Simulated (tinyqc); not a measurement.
## Thin film between two gates, subbands and threshold shift from confinement: charge and subband filling against gate voltage

Undoped body with a flat potential across it, hard walls, transport along x. Three valley pairs (g = 2 each) with the longitudinal mass along x, y or z. Non-parabolicity enters the subband edges through E (1 + al E) = gamma, so E = 2 gamma/(1 + sqrt(1 + 4 al gamma)); motion within a subband is taken as parabolic with the band-edge mass. Energies are counted from the bulk band edge.

gamma = C (pi k/(t + dl))^2/mz, C = hbar^2/(2 m0). Each subband has N_k = g sqrt(mx my) m0 kB T/(pi hbar^2). With degeneracy n = sum N_k F((EF - E_k)/Vt), F(x) = ln(1 + exp(x)); gate: Vg = EF + q n/(Cg P), P = 2 (both faces), summed over the 60 lowest subbands at most, with Vg counted from the value that would put EF at the bulk band edge of an empty body. Cq = q dn/dEF.

Parameters, values chosen for the exercise; masses close to those of silicon: temperature T = 300 K; longitudinal mass ml = 0.91 m0; transverse mass mt = 0.188 m0; non-parabolicity al = 0.5 1/eV; film thickness (along z) t = 9.8 nm; widening of the box by penetration into the insulator dl = 0.3 nm; gate capacitance per area of interface Cg = 3.8 uF/cm^2.

Constants: q = 1.602176634e-19 C, kB = 1.380649e-23 J/K, hbar = 1.054571817e-34 J s, m0 = 9.1093837015e-31 kg, Vt = kB T/q, hbar^2/(2 m0) = 0.0380998212 eV nm^2. Results are converted to the units shown.

Charge and subband filling against gate voltage:

| Vg (V) | EF - E_1 (eV) | n (cm^-2) | n/P (cm^-2) | share of the lowest subband (%) | Cq/(Cg P) | total C/(Cg P) |
|---|---|---|---|---|---|---|
| -0.15 | -0.1551 | 4.810e10 | 2.405e10 | 20.95 | 0.03919 | 0.03771 |
| -0.02 | -0.06124 | 1.765e12 | 8.823e11 | 20.58 | 1.401 | 0.5835 |
| 0.1 | -0.02841 | 5.899e12 | 2.950e12 | 19.80 | 4.415 | 0.8153 |
| 0.23 | -0.009806 | 1.118e13 | 5.592e12 | 18.93 | 7.804 | 0.8864 |
| 0.35 | 0.001954 | 1.632e13 | 8.159e12 | 18.21 | 10.70 | 0.9145 |
| 0.47 | 0.01119 | 2.157e13 | 1.079e13 | 17.56 | 13.32 | 0.9302 |
| 0.6 | 0.01953 | 2.734e13 | 1.367e13 | 16.94 | 15.90 | 0.9408 |
| 0.72 | 0.02620 | 3.272e13 | 1.636e13 | 16.42 | 18.06 | 0.9475 |
| 0.85 | 0.03266 | 3.858e13 | 1.929e13 | 15.92 | 20.20 | 0.9528 |

EF passes E_1 = 0.00404 eV at Vg = 0.328 V. The share of the lowest subband falls from 20.9 to 15.9 % and the total capacitance rises from 0.0377 to 0.953 of Cg P. Between the last two rows 5.0 % of the added gate voltage goes into raising EF. For Vg = -0.02, 0.1, 0.23, 0.35, 0.47, 0.6, 0.72, 0.85 the charge would bend the potential across the body by some 30 mV or more, which is left out.

tinyqc, about 0.08 s, one thread, Intel Xeon 2.30GHz (shared host): `OMP_NUM_THREADS=1 python tinyqc.py 2350105 2350106 out.jsonl`
